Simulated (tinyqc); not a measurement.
Raising U: Hubbard ring of 6 sites, mean field against exact. Computed by the program tinyqc. Collinear unrestricted mean field (the lowest of 40 random starts) against exact diagonalisation.

one-body matrix (hopping and site energies) (eV):
```
         1        2        3        4        5        6
1  -0.0100  -0.9400   0.0000   0.0000   0.0000  -0.9400
2  -0.9400  -0.0600  -0.9400   0.0000   0.0000   0.0000
3   0.0000  -0.9400   0.5800  -0.9400   0.0000   0.0000
4   0.0000   0.0000  -0.9400  -0.4100  -0.9400   0.0000
5   0.0000   0.0000   0.0000  -0.9400  -0.1500  -0.9400
6  -0.9400   0.0000   0.0000   0.0000  -0.9400  -0.0500
```

electrons, up and down: 3  3

Exact and mean-field results (eV):

| U | U/t | E exact | E mean field | mean \|n_up - n_down\| | double occupancy, exact | first gap in the sector |
|---|---|---|---|---|---|---|
| 0.470 | 0.500 | -7.06465 | -7.04231 | 0.000 | 0.239 | 1.598 |
| 0.940 | 1.000 | -6.41415 | -6.32369 | 0.000 | 0.222 | 1.552 |
| 1.880 | 2.000 | -5.26451 | -4.89387 | 0.000 | 0.186 | 1.258 |
| 2.820 | 3.000 | -4.32248 | -3.58981 | 0.532 | 0.148 | 0.967 |
| 3.760 | 4.000 | -3.58489 | -2.79685 | 0.750 | 0.114 | 0.736 |
| 5.640 | 6.000 | -2.60500 | -1.94214 | 0.890 | 0.065 | 0.460 |
| 11.280 | 12.000 | -1.41824 | -1.03526 | 0.972 | 0.019 | 0.214 |
| 18.800 | 20.000 | -0.90190 | -0.66298 | 0.990 | 0.007 | 0.128 |

Estimate the missing row, U = 7.52.

Computed row:
```
U        U/t   E exact  E mean field  mean |n_up - n_down|  double occupancy, exact  first gap in the sector
7.520  8.000  -2.03256      -1.49397                 0.938                    0.040                    0.329
```

In absolute terms mean field is worst at U/t = 4.0, 0.788 eV too high: at small U it is nearly exact, and at large U it misses only exchange-scale energies. Its local moments set in at U/t = 3.0 of those listed, a broken symmetry that the exact state of a finite cluster with equal spins does not have. Relative to the exact energy its error is 0.3 % at the smallest U, 27 % at most and 26 % at the largest. The double occupancy falls from 0.239 to 0.007.
